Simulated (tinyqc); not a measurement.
Inside a calculation. Model: Debye-Callaway model of lattice thermal conductivity. Computed by tinyqc, a small Python program that keeps every step. Command: `OMP_NUM_THREADS=1 python tinyqc.py 3016192 3016193 out.jsonl callaway walk`. One thread of a shared host (Intel(R) Xeon(R) Processor @ 2.30GHz), about 0.01 s of CPU time with the checks. Intermediate numbers are printed to about 6 digits and carried at full precision; extremes and crossings named in words are read from the listed rows.

Three acoustic branches with one velocity v, cut at omega_D = k_B Theta/hbar; x = hbar omega/(k_B T). v and Theta are separate inputs: Theta cuts off the heat-carrying modes, so C need not reach 3 k_B/V. gamma is an effective value that sets the umklapp rate. Heat flows along the film.

Inputs (values chosen for the exercise, modelled on lead telluride):

| quantity | value | unit |
|---|---|---|
| sound velocity v | 1750 | m/s |
| Debye temperature Theta | 136 | K |
| volume per atom V | 33.7 | angstrom^3 |
| mean atomic mass M | 167.4 | u |
| effective Grueneisen parameter gamma | 3.81 | - |
| umklapp exponent divisor b | 3 | - |
| vacancy fraction n_v | 1e-05 | - |
| film thickness t | 0.46 | micrometre |
| specularity p | 0.2 | - |
| normal-process factor f_N | 3.9 | - |
| temperature T | 200 | K |
| probe frequency omega/omega_D | 0.07 | - |

Sample: film. Point defects: vacancies. Normal processes: included.

Constants: k_B = 1.380649e-23 J/K; hbar = 1.054571817e-34 J s; u = 1.6605390666e-27 kg.

## Mass-fluctuation parameter

A vacancy counts as a mass defect Delta M/M = -3 (the missing mass and twice its bonds), so Gamma = 9 n_v. A = V Gamma/(4 pi v^3).

Gamma = 9.00e-05

Rayleigh coefficient A = 4.50348e-44 s^3

## Scattering rates at one frequency

Rates: point defects A omega^4; umklapp B omega^2 T exp(-Theta/(b T)) with B = hbar gamma^2/(M v^2 Theta); normal processes f_N B omega^2 T (T/Theta)^2. Film: the bulk time tau of each mode, from the resistive rates above, is multiplied by the Fuchs-Sondheimer factor F = (3/2) int_0^1 (1 - u^2) [1 - (1 - p) (u/d) (1 - E)/(1 - p E)] du, with E = exp(-d/u), d = t/(v tau), by 48 Gauss-Legendre points in z with u = z^4; the boundary rate is defined as 1/(F tau) - 1/tau. The resistive time is tau_R = 1/(boundary + point-defect + umklapp rates), and the free path is v tau_R.

omega = 1.24636e+12 rad/s

Rates:

| process | rate (1/s) | rate x tau_R |
|---|---|---|
| boundaries | 1.34173e+09 | 0.290630 |
| point defects | 108674 | 2.35396e-05 |
| umklapp | 3.27480e+09 | 0.709347 |
| normal | 3.46475e+10 | 7.50491 |

tau_R = 2.16608e-10 s

free path = 379.064 nm

The strongest resistive process at this frequency: umklapp, 71 % of the resistive rate.

## The integrand on a coarse grid

x runs in ten equal steps to min(Theta/T, 12); g = x^4 e^x/(e^x - 1)^2; tau_C is the inverse of all rates summed; the last column is c tau_C g with c = (k_B/(2 pi^2 v)) (k_B T/hbar)^3.

Integrand:

| x | g | tau_C (s) | c tau_C g (W/(m K)) |
|---|---|---|---|
| 0.068 | 0.004622 | 1.27061e-11 | 0.421396 |
| 0.136 | 0.018468 | 3.21783e-12 | 0.426381 |
| 0.204 | 0.041472 | 1.43322e-12 | 0.426475 |
| 0.272 | 0.073530 | 8.06746e-13 | 0.425623 |
| 0.340 | 0.114493 | 5.16465e-13 | 0.424273 |
| 0.408 | 0.164174 | 3.58698e-13 | 0.422533 |
| 0.476 | 0.222346 | 2.63542e-13 | 0.420442 |
| 0.544 | 0.288745 | 2.01771e-13 | 0.418023 |
| 0.612 | 0.363069 | 1.59416e-13 | 0.415287 |
| 0.680 | 0.444987 | 1.29117e-13 | 0.412247 |

Among these rows the integrand is largest at x = 0.20.

## Thermal conductivity

kappa_1 = c int tau_C g dx, g = x^4 e^x/(e^x - 1)^2, c = (k_B/(2 pi^2 v)) (k_B T/hbar)^3, over 0 < x < min(Theta/T, 40), by 96 Gauss-Legendre points in s with x = x_max s^2; 1/tau_C = 1/tau_R + 1/tau_N; kappa_2 = c [int (tau_C/tau_N) g dx]^2 / int (tau_C/(tau_N tau_R)) g dx; kappa = kappa_1 + kappa_2. Heat capacity C = 3 c int g dx / v^2; grey free path 3 kappa/(C v); the median free path v tau_C halves kappa_1 when the quadrature points are ordered by free path (each counted at half its weight, interpolated in the logarithm); likewise at 10 % and 90 %.

kappa_1 = 0.282513 W/(m K)

kappa_2 = 1.66746 W/(m K)

kappa = 1.94997 W/(m K)

heat capacity C = 719923 J/(m^3 K)

grey free path = 4.64329 nm

median free path = 0.889450 nm

free path at 10 % of kappa_1 = 0.279198 nm

free path at 90 % of kappa_1 = 17.3008 nm

The median free path is 0.19 times the grey one. The middle 80 % of kappa_1 spans a factor 62 in free path. The Callaway term kappa_2 is 86 % of the total.

## Leaving out one process at a time

The formulas are those given above.

Conductivity at T:

| case | kappa (W/(m K)) | ratio to all |
|---|---|---|
| all processes | 1.94997 | 1 |
| without point defects | 1.95852 | 1.00439 |
| without boundaries | 1.96108 | 1.00569 |

Removing boundaries raises kappa most, by a factor 1.01; removing point defects gives only 1.00.

## Conductivity against temperature

The formulas are those given above.

Kappa (W/(m K)):

| T (K) | all processes | without point defects |
|---|---|---|
| 8.2 | 17.8672 | 22.6279 |
| 14 | 35.4337 | 41.1327 |
| 23 | 34.6573 | 37.5848 |
| 41 | 18.5503 | 19.1407 |
| 68 | 8.92147 | 9.05694 |
| 110 | 4.39594 | 4.43309 |
| 180 | 2.23491 | 2.24589 |

kappa peaks among these rows at 14 K (T/Theta = 0.103) with 35.4 W/(m K). The exponent d ln kappa/d ln T is 1.28 at the cold end and -1.37 at the hot end. The normal rate is taken to grow as T^3 at all T, which overstates it above Theta. Point defects cost most at 8.2 K, a factor 1.27.

Checks made by the program: heat capacity against the Debye function (relative difference below 1e-10).
